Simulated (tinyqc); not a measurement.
Free-carrier optics of a doped semiconductor (Drude model), step by step. Values are carried at full precision from step to step, so a last printed digit may differ when a step is redone from the rounded ones.

eps(E) = ei [1 - Ep^2/(E^2 + i E Gam)], with Ep^2 = 8 pi c (e^2/(4 pi eps0)) N/(m ei), c = hbar^2/2m0, N in 1/angstrom^3 (1e-24 per 1/cm^3); Gam = hbar/tau, tau = mu m m0/e with m0/e = 5.685630e-12 kg/C and mu in m^2/(V s). Energies in meV.

Constants: hbar^2/2m0 = 3.80998211 eV angstrom^2; e^2/(4 pi eps0) = 14.39964547 eV angstrom; hbar = 6.58211957e-16 eV s; hbar c = 1973.269805 eV angstrom.

Values chosen for the exercise (mass and dielectric values near those of Si; N and mu are free inputs; interband absorption and the rise of the mass with filling are left out; not measured data): N = 7e+18 1/cm^3 (carrier density); m = 0.28 m0 (conductivity mass); mu = 210 cm^2/(V s) (mobility); ei = 11.47 (high-frequency dielectric constant); E = 98.9 meV (photon energy).

## Plasma energy and damping

Evaluate Ep, tau, Gam, the plasma wavelength hc/Ep (hc = 1239.841984 eV nm) and the dc resistivity 1/(e N mu), e = 1.602176634e-19 C.

Ep = 54.82 meV
tau = 33.43 fs
Gam = 19.69 meV
plasma wavelength = 22.62 micrometre
rho = 0.00425 ohm cm

Ep/Gam = 2.78: the edge is smeared by scattering.

## Dielectric function at one energy

Insert the numbers.

free-carrier term = -3.3899+0.6748i
eps = 8.0801+0.6748i

## Optical constants

n + i k = sqrt(eps1 + i eps2) with k >= 0; R = ((n - 1)^2 + k^2)/((n + 1)^2 + k^2) at normal incidence from vacuum; alpha = 2 E k/(hbar c), times 1e8 for 1/cm; loss function Im(-1/eps) = eps2/(eps1^2 + eps2^2).

Convert eps at the photon energy E (in meV) into the optical constants.

n = 2.8450
k = 0.1186
R = 0.2310
alpha = 1.19e+03 1/cm

Light of this energy penetrates 1/alpha = 8.41 micrometre.

## Checks

- Integral of E eps2 of the free-carrier term against (pi/2) ei Ep^2 (meV^2): both 54147.

tinyqc: `OMP_NUM_THREADS=1 python tinyqc.py 1682455 1682456 out.jsonl`; about 0.01 s, one thread, shared Intel(R) Xeon(R) Processor @ 2.30GHz.
